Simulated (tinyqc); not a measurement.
Five-frequency model of solute diffusion by vacancies in an fcc metal. Changing the barrier E2 (exchange). Computed by tinyqc, a small Python program. Command: `OMP_NUM_THREADS=1 python tinyqc.py 3019394 3019395 out.jsonl fivefreq sweep`. One thread of a shared host (Intel(R) Xeon(R) Processor @ 2.30GHz), about 0.01 s of CPU time with the checks.

A vacancy next to the solute exchanges with it (w2), jumps to one of 4 sites that also neighbour the solute (w1) or to one of 7 that do not (w3); w4 is the reverse of w3 and w0 the host jump.

Inputs (values chosen for the exercise, for a model solute in a host close to copper):

| quantity | value | unit |
|---|---|---|
| barrier E0 (host jump) | 0.722 | eV |
| barrier E1 (vacancy circles the solute) | 0.605 | eV |
| barrier E3 (dissociation) | 0.693 | eV |
| binding energy E_b (positive for attraction) | -0.0055 | eV |
| vacancy formation energy E_f | 1.25 | eV |
| formation entropy S_f | 2.3 | k_B |
| attempt frequency nu | 7.1 | THz |
| lattice constant a | 3.61 | angstrom |
| temperature T | 731 | K |

Constants: k_B = 8.617333262e-05 eV/K.

Method:
- w_i = nu exp(-E_i/(k_B T)); detailed balance gives E4 = E3 - E_b.
- Manning: with y = w4/w0, 7F = 7 - (10 y^4 + 180.5 y^3 + 927 y^2 + 1341 y)/(2 y^4 + 40.2 y^3 + 254 y^2 + 597 y + 436); f2 = (2 w1 + 7F w3)/(2 w2 + 2 w1 + 7F w3).
- The mean cosine between successive solute jumps follows from f2 = (1 + c)/(1 - c).
- c_v = exp(S_f - E_f/(k_B T)); host D0 = a^2 c_v w0 x 0.7815; solute D2 = a^2 c_v exp(E_b/(k_B T)) w2 f2; 1 angstrom^2 = 1e-16 cm^2.

One run for each value:

| barrier E2 (exchange) (eV) | correlation factor f2 | ratio D2/D0 | solute diffusivity D2 (cm^2/s) |
|---|---|---|---|
| 0.32 | 0.01688 | 1.1694e+01 | 2.1398e-14 |
| 0.41 | 0.06685 | 1.1100e+01 | 2.0310e-14 |
| 0.50 | 0.23017 | 9.1570e+00 | 1.6755e-14 |
| 0.58 | 0.51566 | 5.7612e+00 | 1.0542e-14 |
| 0.67 | 0.81629 | 2.1853e+00 | 3.9985e-15 |
| 0.85 | 0.98724 | 1.5174e-01 | 2.7765e-16 |
| 0.93 | 0.99638 | 4.3008e-02 | 7.8696e-17 |
| 1.00 | 0.99881 | 1.4191e-02 | 2.5966e-17 |

Give the missing row, barrier E2 (exchange) (eV) = 0.76.

Computed row:
```
barrier E2 (exchange) (eV)  correlation factor f2  ratio D2/D0  solute diffusivity D2 (cm^2/s)
0.76                                      0.94883   6.0863e-01                      1.1137e-15
```

Interpolating between the two neighbouring rows (linearly) misses most in ratio D2/D0, by 92 %. Over the rows, correlation factor f2 rises from 0.0169 to 0.999 (exponent d ln y / d ln x 5.6 between the first rows and 0.033 between the last); ratio D2/D0 falls from 11.7 to 0.0142 (exponent d ln y / d ln x -0.21 between the first rows and -15 between the last); solute diffusivity D2 (cm^2/s) falls from 2.14e-14 to 2.60e-17 (exponent d ln y / d ln x -0.21 between the first rows and -15 between the last). Lowering E2 helps only until exchange outruns the other jumps: over the first step D2 changes by a factor 1.05, over the last by 3.03.
